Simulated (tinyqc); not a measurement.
What moves the results: cylindrical quantum wire. A value that a table varies takes the place of the one given here.

A cylinder of radius R, isotropic masses, c = hbar^2/2m0, k = sqrt(mw E/c), kappa = sqrt(mb (V0 - E)/c). State (n, m) is J_m(k r) inside and K_m(kappa r) outside; psi and psi'/m are continuous: (k/mw) J_m'(kR)/J_m(kR) = (kappa/mb) K_m'(kappa R)/K_m(kappa R).

With hard walls E = c (x/R)^2/mw, x a zero of J_m: (1,0) 2.404826; (2,0) 5.520078; (1,1) 3.831706; (2,1) 7.015587; (1,2) 5.135622; (2,2) 8.417244; (1,3) 6.380162; (2,3) 9.761023.

Constants: hbar^2/2m0 = 3.80998211 eV angstrom^2.

Parameters, chosen for this exercise (near those of a GaAs wire in AlGaAs; not measured data):
```
symbol  value                            unit      meaning
V0      0.194                            eV        barrier height
mw      0.0685                           m0        mass inside
mb      0.0869                           m0        mass outside
Rs      (32, 46, 64, 92, 129, 184, 258)  angstrom  radii
R       92                               angstrom  radius
```

## Radius

The two lowest states against R; a dash marks an unbound state.

Levels (eV):
```
R (angstrom)   (1,0)   (1,1)  (1,0), hard walls  flat well of width 2R
32            0.1121       -             0.3141                 0.0516
46            0.0725  0.1708             0.1520                 0.0321
64            0.0455  0.1128             0.0785                 0.0198
92            0.0258  0.0650             0.0380                 0.0111
129           0.0146  0.0369             0.0193                 0.0063
184           0.0078  0.0197             0.0095                 0.0033
258           0.0042  0.0106             0.0048                 0.0018
```

The lowest state is bound at every radius listed. (1,1) becomes bound between 32 and 46 angstrom. At the largest radius the level is 0.87 of the hard-wall value and 2.34 times that of the flat well (the hard-wall ratio is 2.34); the exponent d ln E/d ln R between the last two radii is -1.83.

## Shape and dimension

Lowest level with hard walls: film c (pi/2R)^2/mw, cylinder c (2.404826/R)^2/mw, sphere c (pi/R)^2/mw, square or cube of side a: 2 or 3 times c (pi/a)^2/mw; c = hbar^2/2m0. Finite barriers V0 with outer mass mb and psi, psi'/m continuous for film, cylinder and sphere (not separable for the square and the cube: dash).

Lowest level (eV):
```
shape                      hard walls  finite barrier
film, width 2R                 0.0162          0.0111
cylinder, radius R             0.0380          0.0258
square wire of equal area      0.0413               -
sphere, radius R               0.0649          0.0435
cube of equal volume           0.0749               -
```

With hard walls the levels of film, cylinder and sphere stand as 1 : 2.34 : 4.00; with the finite barrier as 1 : 2.32 : 3.92. The square lies 8.6 % above the circle of equal area and the cube 15.5 % above the sphere of equal volume: round shapes give the lowest level for a given size.

## What each parameter does

The lowest level (1,0) and its distance to V0. Each row changes one parameter from the base and keeps the others.

Results:
```
case              E (eV)  V0 - E (eV)     k R
base              0.0258       0.1682  1.9808
R = 101 angstrom  0.0221       0.1719  2.0135
V0 = 0.233 eV     0.0266       0.2064  2.0130
mw = 0.0754 m0    0.0242       0.1698  2.0147
mb = 0.0695 m0    0.0268       0.1672  2.0204
```

The largest shifts from the base row, up to three for each result and ties (the steps differ in size, so this ranks the rows, not the parameters). E (eV): R -0.0037, mw -0.0016, mb +0.0010. V0 - E (eV): V0 +0.0382, R +0.0037, mw +0.0016. k R: mb +0.0396, mw +0.0339, R +0.0328.

Program tinyqc; command `OMP_NUM_THREADS=1 python tinyqc.py 1252086 1252087 out.jsonl`; about 0.03 s on one thread of a shared Intel(R) Xeon(R) Processor @ 2.30GHz.
